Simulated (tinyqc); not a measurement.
# One-dimensional ballistic tunnel FET, two-band WKB, step by step

Computed by the program tinyqc: `OMP_NUM_THREADS=1 python tinyqc.py 2620137 2620138 out.jsonl`, one thread of a shared Intel Xeon 2.30GHz, about 0.01 s for the whole run. Printed values are rounded.

A p-type source for x < 0 with its Fermi level at 0 and its valence edge at ds; in the channel the bands fall as D exp(-x/lam) towards their flat values, with the conduction edge at Ec = ds - dP and D = dP + Eg. The gate moves dP one to one. The drain Fermi level lies at -Vd and the drain side reflects nothing. For w = E - Ec between 0 and dP an electron crosses the gap. Two-band dispersion with equal masses m: inside the gap kappa = sqrt(m u (1 - u/Eg)/C), u the distance from a band edge, C = hbar^2/(2 m0).

Parameters, values chosen for the exercise; band and dielectric values close to those of gallium arsenide:
- T = 300 K (temperature)
- Eg = 1.41 eV (band gap)
- m = 0.071 m0 (band-edge mass of the two-band model)
- lam = 3 nm (screening length of the source junction)
- ds = 0.12 eV (source valence edge above the source Fermi level)
- Vd = 0.2 V (drain bias)
- g = 1 (number of degenerate subbands (spin apart))
- dP = 0.3 eV (tunnelling window Ev(source) - Ec(channel))
- w0 = 0.1 eV (energy above the channel conduction edge)
- nc = 6 (cells of the path)
- nE = 11 (points of the energy grid)

Constants: q = 1.602176634e-19 C, kB = 1.380649e-23 J/K, hbar = 1.054571817e-34 J s, h = 6.62607015e-34 J s, m0 = 9.1093837015e-31 kg, Vt = kB T/q, hbar^2/(2 m0) = 0.0380998212 eV nm^2. Results are converted to the units shown.

## The path through the gap by the midpoint rule

At w = w0 the path runs from xa = lam ln(D/(w + Eg)) to xb = lam ln(D/w); u(x) = w + Eg - D exp(-x/lam) is the height above the valence edge. Cut it into nc equal cells: S = 2 (cell width) times the sum of kappa at the centres.

xa = 0.373151 nm
xb = 8.51724 nm

```
cell   x (nm)   u (eV)  kappa (1/nm)
0     1.05182  0.30572      0.667971
1     2.40917  0.74399      0.809249
2     3.76652  1.02277      0.723490
3     5.12387  1.20009      0.577012
4     6.48121  1.31287      0.410523
5     7.83856  1.38461      0.215535
```

S = 9.24022

## The exponent in closed form

S(w) = 2 lam int_0^Eg kappa(u) du/(w + Eg - u) = 2 pi lam sqrt(m/(C Eg)) [w + Eg/2 - sqrt(w (w + Eg))], T(w) = exp(-S). The common triangular estimate is S = (4/3) lam sqrt(m/C) Eg^1.5/(dP + Eg) for all w.

S(w0) = 9.02367
T(w0) = 1.20523e-4
triangular S = 5.34639

The midpoint value is 2.4 % above the closed form, and the triangular estimate 41 % below it.

## Current on a coarse grid

S(w) = 2 lam int_0^Eg kappa(u) du/(w + Eg - u) = 2 pi lam sqrt(m/(C Eg)) [w + Eg/2 - sqrt(w (w + Eg))], T(w) = exp(-S). I = g (2 q^2/h) int_0^dP T(w) [f(E) - f(E + Vd)] dw, E = ds - dP + w, f(x) = 1/(1 + exp(x/Vt)). Simpson's rule on nE equally spaced points.

```
point    w (eV)        T(w)  difference of the f
0      0.000000  2.31807e-7             0.683361
1      0.030000  1.09362e-5             0.870689
2      0.060000  3.93940e-5             0.947119
3      0.090000  9.46248e-5             0.956158
4      0.120000  1.85497e-4             0.906166
5      0.150000  3.20602e-4             0.760023
6      0.180000  5.08008e-4             0.499564
7      0.210000  7.55095e-4             0.238448
8      0.240000  0.00106845            0.0893636
9      0.270000  0.00145384            0.0298340
10     0.300000  0.00191616           0.00954400
```

I = 0.00263135 uA

A converged quadrature gives 0.002633 uA; this grid is 0.051 % below that.
